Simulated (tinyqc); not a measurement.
# Two coupled magnetic layers: synthetic antiferromagnet, spin flop, exchange bias and magnetoresistance, step by step

A worked calculation. Computed by tinyqc, a small Python program that keeps every step. Command: `OMP_NUM_THREADS=1 python tinyqc.py 3004147 3004148 out.jsonl saf walk`. One thread of a shared host (Intel(R) Xeon(R) Processor @ 2.30GHz), about 0.3 s of CPU time with the checks. Intermediate numbers are printed to about 6 digits and carried at full precision; extremes and crossings named in words are read from the listed rows.

Moments lie in the plane at the angles p1, p2 from the field. Energy per area: E = J1 cos(p1 - p2) + J2 cos^2(p1 - p2) - B M_s (t1 cos p1 + t2 cos p2) + K (t1 sin^2 p1 + t2 sin^2 p2).

Inputs (values chosen for the exercise, for a model stack):

| quantity | value | unit |
|---|---|---|
| saturation magnetisation M_s | 1450 | kA/m |
| thickness t1 | 4.5 | nm |
| thickness t2 | 3.4 | nm |
| antiferromagnetic coupling J1 | 0.29 | mJ/m^2 |
| biquadratic coupling J2 | 0 | mJ/m^2 |
| in-plane anisotropy K | 3.5 | kJ/m^3 |
| field over the saturation field | 0.26 | - |
| spin polarisation P1 | 0.44 | - |
| spin polarisation P2 | 0.76 | - |
| resistance-area product, parallel | 6.1 | ohm micrometre^2 |
| exchange-bias energy J_ex | 0.5 | mJ/m^2 |

Field direction: along the easy axis.

## Saturation field

The parallel state is stable while the Hessian at p1 = p2 = 0 is positive: with c = J1 + 2 J2 and u = B M_s + 2K, (u t1 - c)(u t2 - c) > c^2, so B_sat M_s = c (1/t1 + 1/t2) - 2K. B_K = 2K/M_s.

exchange field c (1/t1 + 1/t2)/M_s = 103.268 mT

B_K = 4.82759 mT

saturation field B_sat = 98.4404 mT

applied field B = 25.5945 mT

## Limit of the antiparallel state

With p1 = 0, p2 = 180 degrees and c2 = J1 - 2 J2 the Hessian is [[c2 + t1 (2K + b), -c2], [-c2, c2 + t2 (2K - b)]], b = B M_s; its determinant vanishes at the positive root of t1 t2 b^2 - c2 (t1 - t2) b - [2K c2 (t1 + t2) + 4 K^2 t1 t2] = 0.

stability limit B_sf of the antiparallel state = 31.1380 mT

Net moment and anisotropy together hold the collinear state up to 0.32 B_sat.

## Equilibrium at the field B

The lowest minimum of E over both angles (from five starts; of two mirror images the one with p1 >= 0, and for equal layers |p1| <= |p2|).

p1 = 0 degrees

p2 = -180.000 degrees

m/m_sat along B = 0.139241

energy = -0.330823 mJ/m^2

The moments are still collinear and antiparallel.

## Tunnel magnetoresistance against a free layer along B

Julliere: TMR = 2 P1 P2/(1 - P1 P2). Conductance G(theta) = G0 (1 + P1 P2 cos theta), so RA(theta) = RA_P (1 + P1 P2)/(1 + P1 P2 cos theta); theta = p2 for the layer next to the barrier.

TMR = 100.481 %

RA, antiparallel = 12.2293 ohm micrometre^2

RA at this field = 12.2293 ohm micrometre^2

## Pinning of a single layer

A layer t1 on an antiferromagnet is shifted by B_ex = J_ex/(M_s t1).

bias field, single layer = 76.6284 mT

## Pinning of the pair

A rigid antiparallel pair has the net moment M_s (t1 - t2), so the same J_ex holds it up to J_ex/(M_s (t1 - t2)).

bias field, rigid pair = 313.480 mT

Caution: at such fields the pair is no longer rigid.

## Magnetisation curve

The formulas are those given above.

Equilibrium states:

| B/B_sat | B (mT) | p1 (degrees) | p2 (degrees) | m/m_sat |
|---|---|---|---|---|
| 0.02 | 1.969 | 0.0000 | -180.000 | 0.13924 |
| 0.06 | 5.906 | 0.0000 | -180.000 | 0.13924 |
| 0.12 | 11.813 | 0.0000 | -180.000 | 0.13924 |
| 0.20 | 19.688 | 0.0000 | -180.000 | 0.13924 |
| 0.30 | 29.532 | 0.0000 | -180.000 | 0.13924 |
| 0.45 | 44.298 | 44.8270 | -85.976 | 0.43420 |
| 0.60 | 59.064 | 42.3090 | -66.137 | 0.59536 |
| 0.80 | 78.752 | 31.1652 | -43.650 | 0.79882 |
| 0.95 | 93.518 | 15.7510 | -21.088 | 0.94979 |
| 1.10 | 108.284 | 0.0000 | 0.000 | 1.00000 |

The collinear state is the lowest in 5 row(s), with m/m_sat = (t1 - t2)/(t1 + t2) = 0.139; then the moments are canted and close at B_sat. The largest gap between m/m_sat and B/B_sat in the canted rows is 0.016.

Checks made by the program: the energy against a grid over both angles (relative difference below 1e-10).
